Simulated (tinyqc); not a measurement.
Phonon-assisted absorption at an indirect gap, step by step. Values are carried at full precision from step to step, so a last printed digit may differ when a step is redone from the rounded ones.

alpha(E) = sum_j A_j [N_j (E - Eg + w_j)^2 + (N_j + 1)(E - Eg - w_j)^2], each bracket counted only where its base is positive; N_j = 1/(exp(w_j/kB T) - 1). The first term absorbs a phonon and the second emits one; excitons and direct transitions are left out.

Constants: kB = 8.617333262e-05 eV/K.

Values chosen for the exercise (loosely those of Si at room temperature; Eg is not tied to T; not measured data):
```
symbol  value        unit         meaning
Eg      1.121        eV           indirect gap, held fixed unless listed
w       (58, 17.5)   meV          two zone-edge phonons
A       (2800, 290)  1/(cm eV^2)  their strengths
T       500          K
E       1.473        eV           photon energy
nr      3.61                      refractive index
d       0.77         micrometre   thickness
xj      0.53         micrometre   dead layer at the surface
W       1.2          micrometre   depleted width
L       17           micrometre   minority diffusion length below it
```

## The four branches at one energy

Evaluate the occupations and each term.

N_j: 0.3518  1.996

terms with phonon absorption (1/cm): 165.6  79.02

terms with phonon emission (1/cm): 327.2  97.21

alpha = 669.0 1/cm
wavelength hc/E (hc = 1239.841984 eV nm) = 841.7 nm

Phonon absorption supplies 36.6 % of alpha; the depth 1/alpha is 14.9 micrometre.

## What a slab does with it

Slab of thickness d in air, incoherent passes: R = ((nr - 1)/(nr + 1))^2, x = exp(-alpha d); transmitted Tr = (1 - R)^2 x/(1 - R^2 x^2), reflected Rt = R + (1 - R)^2 R x^2/(1 - R^2 x^2), absorbed Ab = (1 - R)(1 - x)/(1 - R x).

d in cm is 1e-4 times the value in micrometres.

R = 0.3205
x = 0.9498
Tr = 0.4833
Rt = 0.4677
Ab = 0.0490

A single pass would absorb (1 - R)(1 - x) = 0.0341; the back face adds 0.0149.

## Quantum efficiency of a diode

Photodiode (Gaertner form with a dead layer): QE = (1 - R) exp(-alpha xj) [1 - exp(-alpha W)/(1 + alpha L)], R = ((nr - 1)/(nr + 1))^2; responsivity = QE/E in A/W for E in eV.

Evaluate the factors; 1 micrometre = 1e-4 cm.

passes the dead layer = 0.9652
collected share = 0.5682
QE = 0.3726
responsivity = 0.2530 A/W

Without diffusion from below the collected share would be 0.0771.

## Checks

- Tr + Rt + Ab against 1: both 1.000000.

Computed by tinyqc, a small Python program: `OMP_NUM_THREADS=1 python tinyqc.py 1650210 1650211 out.jsonl` (the numbers bound the seed that draws the inputs); one thread of a shared host (Intel(R) Xeon(R) Processor @ 2.30GHz), about 0.01 s for the whole set of steps.
